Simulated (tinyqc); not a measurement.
Gupta-type many-body potential for a metal: one step, computed by the program tinyqc. Command: `OMP_NUM_THREADS=1 python tinyqc.py 3007778 3007779 out.jsonl gupta walk`. One thread of a shared host (Intel(R) Xeon(R) Processor @ 2.30GHz), about 0.01 s of CPU time with the checks.

E_i = sum_j A exp(-p (r_ij/r0 - 1)) - xi rho_i^gamma, with rho_i = sum_j exp(-2 q (r_ij/r0 - 1)); gamma = 1/2 is the tight-binding second-moment form. The crystal is fcc unless stated; d is the neighbour distance and a fixed number of shells is kept.

Task: Equilibrium of the fcc crystal. fcc shells: d sqrt(k), k = 1..5, with 12, 6, 24, 12, 24 atoms; Omega = d^3/sqrt2. Equilibrium: dE/dd = 0; B = d^2 E''(d)/(9 Omega).

Inputs (values chosen for the exercise, modelled on gold):

| quantity | value | unit |
|---|---|---|
| repulsion A | 0.216 | eV |
| hopping xi | 1.85 | eV |
| decay p | 10 | - |
| decay q | 3.99 | - |
| reference distance r0 | 2.884 | angstrom |
| shells kept | 1 | - |
| embedding exponent gamma | 0.5 | - |

Constants: 1 eV/angstrom^3 = 160.2176634 GPa.

Give: neighbour distance d; lattice constant; cohesive energy E_c; bulk modulus B.

Result:

neighbour distance d = 2.8905 angstrom

lattice constant = 4.0878 angstrom

cohesive energy E_c = 3.8170 eV

bulk modulus B = 159.48 GPa
